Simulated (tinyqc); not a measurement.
From results back to parameters: valley splitting in a one-orbital chain of atomic planes (second-neighbour model). Five cases, with inputs chosen for the exercise.

Problem. For E(phi) = e0 + 2 v cos(phi) + 2 u cos(2 phi) with u, v > 0 and planes a/4 apart, the heights of the band at phi = 0 and phi = pi above its minimum were computed from hidden u and v; c = hbar^2/2m0.

Constants: hbar^2/2m0 = 3.80998211 eV angstrom^2.

Case 1.

Values chosen (out of a larger set: near those of the Delta valleys of silicon; abrupt walls in this chain split the valleys several times more than measured wells; not measured data): a = 5.432 angstrom (lattice constant; planes lie a/4 apart).

E(0) - Emin = 3.810007 eV
E(pi) - Emin = 1.362007 eV

Case 2.

Values chosen (out of a larger set: near those of the Delta valleys of silicon; abrupt walls in this chain split the valleys several times more than measured wells; not measured data): a = 5.43 angstrom (lattice constant; planes lie a/4 apart).

E(0) - Emin = 3.928187 eV
E(pi) - Emin = 1.316187 eV

Case 3.

Values chosen (out of a larger set: near those of the Delta valleys of silicon; abrupt walls in this chain split the valleys several times more than measured wells; not measured data): a = 5.423 angstrom (lattice constant; planes lie a/4 apart).

E(0) - Emin = 3.905209 eV
E(pi) - Emin = 1.461209 eV

Case 4.

Values chosen (out of a larger set: near those of the Delta valleys of silicon; abrupt walls in this chain split the valleys several times more than measured wells; not measured data): a = 5.426 angstrom (lattice constant; planes lie a/4 apart).

E(0) - Emin = 3.592587 eV
E(pi) - Emin = 1.528587 eV

Case 5.

Values chosen (out of a larger set: near those of the Delta valleys of silicon; abrupt walls in this chain split the valleys several times more than measured wells; not measured data): a = 5.425 angstrom (lattice constant; planes lie a/4 apart).

E(0) - Emin = 4.180099 eV
E(pi) - Emin = 1.364099 eV

Find: u, v; phi0; mass at the minimum.

Solution. E - Emin = 4u (cos(phi) + v/(4u))^2. The difference of the two heights is 4v, and for v < 4u the sum of their square roots is 4 sqrt(u). The mass is (2c)/((a/4)^2 (8u - v^2/(2u))).

Case 1.

u, v (eV): 0.608  0.612

phi0 = 1.8252 rad
mass at the minimum = 0.907 m0

Case 2.

u, v (eV): 0.612  0.653

phi0 = 1.8408 rad
mass at the minimum = 0.909 m0

Case 3.

u, v (eV): 0.634  0.611

phi0 = 1.8141 rad
mass at the minimum = 0.868 m0

Case 4.

u, v (eV): 0.613  0.516

phi0 = 1.7828 rad
mass at the minimum = 0.884 m0

Case 5.

u, v (eV): 0.645  0.704

phi0 = 1.8472 rad
mass at the minimum = 0.867 m0

Computed by tinyqc, one run a case: `OMP_NUM_THREADS=1 python tinyqc.py N N+1 out.jsonl` with N = 1450143, 1450149, 1450212, 1450269, 1450292; one thread of a shared Intel(R) Xeon(R) Processor @ 2.30GHz, about 0.02 s a run at most.
